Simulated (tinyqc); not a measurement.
## Screening length from the swing

Question. In a simple model of a Schottky-barrier transistor a barrier thinner than d = 2.1 nm is transparent, so the effective barrier is pn - psi (1 - exp(-d/lam)) and the swing beyond flat band is Vt ln 10/(1 - exp(-d/lam)). Find the thermionic swing, lam, and the effective barrier at psi = 0.2 V.

Parameters, values chosen for the exercise:

| symbol | value | unit | meaning |
|---|---|---|---|
| T | 300 | K | temperature |
| pn | 0.28 | eV | barrier for electrons at both contacts |

Constants: q = 1.602176634e-19 C, kB = 1.380649e-23 J/K, Vt = kB T/q. Results are converted to the units shown.

swing in the tunnelling range = 126.44035 mV/decade

Answer. The ratio of the two swings is 1 - exp(-d/lam).

Vt ln 10 = 59.53 mV/decade
lam = 3.300 nm
effective barrier = 0.1858 eV

Numbers from tinyqc (`OMP_NUM_THREADS=1 python tinyqc.py 2390025 2390026 out.jsonl`; about 0.3 s on one thread of a shared Intel Xeon 2.30GHz).
